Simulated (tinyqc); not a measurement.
# Gap voltage and exponent from three temperatures

Inverse problem. At constant current VBE(T) = Vg0 - a T - eta (kB T/q) ln T, where a is a constant. Find Vg0, eta and dVBE/dT at the middle temperature.

Constants: q = 1.602176634e-19 C, kB = 1.380649e-23 J/K. Results are converted to the units shown.

T (K): 233  253  300
VBE at a constant current (V): 0.7161244841  0.6685794311  0.5551347641

Answer. The relation is linear in Vg0, a and eta, so three points give a linear system; the slope is (VBE - Vg0 - eta kB T/q)/T. eta rests on the curvature of VBE(T) alone, so real fits need accuracy of some tens of microvolts or better.

Vg0 = 1.20 V
eta = 3.30
dVBE/dT = -2.39 mV/K

Numbers from tinyqc (`OMP_NUM_THREADS=1 python tinyqc.py 2062191 2062192 out.jsonl`; about 0.03 s on one thread of a shared Intel Xeon 2.30GHz).
